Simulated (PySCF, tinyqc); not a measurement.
RHF in the sto-6g basis, for Li-, spin multiplicity 1, step by step. The basis has no diffuse functions, so it cannot describe the extra electron: this is an exercise in the method, not the real anion. This run ends on a higher stationary point, not on the lowest solution. The lowest restricted solution is unstable here: a spin-polarised one lies 0.0049 hartree lower (PySCF). One step of it, computed by the program tinyqc.

Task: Iteration 4: diagonalisation and new density. Diagonalise F' = X^T F X, C = X C', fill 2 alpha and 2 beta electrons from the bottom; D = 2 C_occ C_occ^T; the new density keeps 0.2 of the old one (damping). Each column has its largest component positive (the first on a tie).

Fock matrix F (hartree):
```
            1Li 1s     1Li 2s   1Li 2px   1Li 2py   1Li 2pz
1Li 1s   -1.998798  -0.539307  0.000000  0.000000  0.000000
1Li 2s   -0.539307   0.167368  0.000000  0.000000  0.000000
1Li 2px   0.000000   0.000000  0.443890  0.000000  0.000000
1Li 2py   0.000000   0.000000  0.000000  0.215140  0.000000
1Li 2pz   0.000000   0.000000  0.000000  0.000000  0.442060
```

X:
```
            1Li 1s     1Li 2s   1Li 2px   1Li 2py   1Li 2pz
1Li 1s    1.021726  -0.122153  0.000000  0.000000  0.000000
1Li 2s   -0.122153   1.021726  0.000000  0.000000  0.000000
1Li 2px   0.000000   0.000000  1.000000  0.000000  0.000000
1Li 2py   0.000000   0.000000  0.000000  1.000000  0.000000
1Li 2pz   0.000000   0.000000  0.000000  0.000000  1.000000
```

D after iteration 3:
```
           1Li 1s    1Li 2s   1Li 2px   1Li 2py   1Li 2pz
1Li 1s   1.961780  0.044537  0.000000  0.000000  0.000000
1Li 2s   0.044537  0.001222  0.000000  0.000000  0.000000
1Li 2px  0.000000  0.000000  0.000000  0.000000  0.000000
1Li 2py  0.000000  0.000000  0.000000  2.000000  0.000000
1Li 2pz  0.000000  0.000000  0.000000  0.000000  0.016000
```

overlap S:
```
           1Li 1s    1Li 2s   1Li 2px   1Li 2py   1Li 2pz
1Li 1s   1.000000  0.235742  0.000000  0.000000  0.000000
1Li 2s   0.235742  1.000000  0.000000  0.000000  0.000000
1Li 2px  0.000000  0.000000  1.000000  0.000000  0.000000
1Li 2py  0.000000  0.000000  0.000000  1.000000  0.000000
1Li 2pz  0.000000  0.000000  0.000000  0.000000  1.000000
```

Give: F' = X^T F X; orbital energies; coefficients C; D after iteration 4.

Result:

F' = X^T F X (hartree):
```
        1       2      3      4      5
1  -1.949  -0.342  0.000  0.000  0.000
2  -0.342   0.280  0.000  0.000  0.000
3   0.000   0.000  0.444  0.000  0.000
4   0.000   0.000  0.000  0.215  0.000
5   0.000   0.000  0.000  0.000  0.442
```

orbital energies (hartree): MO1 -2.001, MO2 0.215, MO3 0.331, MO4 0.442, MO5 0.444

coefficients C:
```
           MO1    MO2     MO3    MO4    MO5
1Li 1s   0.992  0.000  -0.273  0.000  0.000
1Li 2s   0.031  0.000   1.029  0.000  0.000
1Li 2px  0.000  0.000   0.000  0.000  1.000
1Li 2py  0.000  1.000   0.000  0.000  0.000
1Li 2pz  0.000  0.000   0.000  1.000  0.000
```

D after iteration 4:
```
         1Li 1s  1Li 2s  1Li 2px  1Li 2py  1Li 2pz
1Li 1s    1.968   0.058    0.000    0.000    0.000
1Li 2s    0.058   0.002    0.000    0.000    0.000
1Li 2px   0.000   0.000    0.000    0.000    0.000
1Li 2py   0.000   0.000    0.000    2.000    0.000
1Li 2pz   0.000   0.000    0.000    0.000    0.003
```
